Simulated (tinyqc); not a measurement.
# Inputs raised by 5 %, one at a time

Model: correction of a charged-defect supercell by a model charge and potential alignment (plane-averaged potentials). Computed by tinyqc, a small Python program. Command: `OMP_NUM_THREADS=1 python tinyqc.py 3110164 3110165 out.jsonl align sens`. One thread of a shared host (Intel(R) Xeon(R) Processor @ 2.30GHz), about 0.02 s of CPU time with the checks.

The "true" defect charge is (1 - x) q in a Gaussian of width sigma plus x q in one of width sigma_t, so the exact answer is known; the correction sees only a single model Gaussian of width sigma_m. A Gaussian of width s has the transform rho(G) = exp(-G^2 s^2/2), normalised to 1. A uniform background cancels q, so G = 0 is left out. Potentials are those felt by a unit positive charge. E_0 is the formation energy of the isolated defect, E_cell its value in the supercell, E_lat = E_iso - E_per of the model charge, C the true less the model potential far from the defect; the exact correction is E_0 - E_cell, and the error of a scheme is E_cell plus its correction less E_0.

Inputs (values chosen for the exercise, with screening close to that of silicon):
```
quantity                                     value      unit
defect charge q                                 -3         e
dielectric constant eps                       11.6         -
edge of the cubic cell L                      19.4  angstrom
width sigma of the true defect charge          1.9  angstrom
width sigma_m of the model charge              1.5  angstrom
share x of the charge in a wide tail           0.3         -
width sigma_t of the tail                      3.3  angstrom
formation energy of the isolated defect E_0   2.42        eV
```

Constants: e^2/(4 pi eps_0) = 14.39964548 eV angstrom.

Method:
- Periodic energy E_per = (2 pi q^2/(eps L^3)) (e^2/(4 pi eps_0)) sum_(G != 0) rho(G)^2/G^2, G = (2 pi/L)(n1, n2, n3), |n_i| <= 16. Isolated energy: two Gaussians of charges q_a, q_b and widths a, b interact by q_a q_b (e^2/(4 pi eps_0 eps)) sqrt(2/pi)/sqrt(a^2 + b^2), and the self-energy is half the sum over pairs.
- Supercell value E_cell = E_0 + E_per - E_iso for the true charge.
- E_lat = E_iso - E_per for the model charge; point-charge value alpha q^2 e^2/(4 pi eps_0 eps 2 L) with alpha = 2.837297.
- Plane-averaged potential at distance z from the defect: V(z) = (4 pi q/(eps L^3)) (e^2/(4 pi eps_0 e)) sum_(m != 0) rho(G_m) cos(G_m z)/G_m^2, G_m = 2 pi m/L, |m| <= 40.
- C = difference at z = L/2; E_corr = E_cell + E_lat - q C. For charges that have died out at L/2, C = (2 pi q/(eps L^3)) (e^2/(4 pi eps_0 e)) (<s^2> - sigma_m^2), <s^2> = (1 - x) sigma^2 + x sigma_t^2.

Runs:
```
input moved                                       from     to  exact correction (eV)  E_lat (eV)  alignment C (V)  error without alignment (meV)
base run                                             -      -                0.76128     0.79534        -0.011241                         34.067
dielectric constant eps                           11.6  12.18                0.72503     0.75747        -0.010706                         32.445
edge of the cubic cell L (angstrom)               19.4  20.37                0.72996     0.75939        -0.009748                         29.431
width sigma of the true defect charge (angstrom)   1.9  1.995                0.75879     0.79534        -0.012071                         36.557
width sigma_m of the model charge (angstrom)       1.5  1.575                0.76128     0.79313        -0.010502                         31.850
width sigma_t of the tail (angstrom)               3.3  3.465                0.75806     0.79534        -0.012234                         37.280
share x of the charge in a wide tail               0.3  0.315                0.76023     0.79534        -0.011585                         35.117
```

Exponents ln(y'/y) / ln(x'/x):
```
input                                  exact correction   E_lat  alignment C  error without alignment
dielectric constant eps                          -1.000  -1.000       -1.000                   -1.000
edge of the cubic cell L                         -0.861  -0.948       -2.920                   -2.998
width sigma of the true defect charge            -0.067   0.000        1.460                    1.446
width sigma_m of the model charge                 0.000  -0.057       -1.394                   -1.379
width sigma_t of the tail                        -0.087   0.000        1.734                    1.847
share x of the charge in a wide tail             -0.028   0.000        0.618                    0.622
```

Among the inputs moved here: exact correction answers most in size to dielectric constant eps (exponent -1.000), next to edge of the cubic cell L (-0.861); its exponent is below 0.0005 for width sigma_m of the model charge. Its exponent -1.000 in dielectric constant eps: all terms are screened alike. E_lat answers most in size to dielectric constant eps (exponent -1.000), next to edge of the cubic cell L (-0.948); its exponent is below 0.0005 for width sigma of the true defect charge, width sigma_t of the tail, share x of the charge in a wide tail. Alignment C answers most in size to edge of the cubic cell L (exponent -2.920), next to width sigma_t of the tail (+1.734). Its exponent -2.920 in edge of the cubic cell L: a second moment over the volume. Error without alignment answers most in size to edge of the cubic cell L (exponent -2.998), next to width sigma_t of the tail (+1.847).
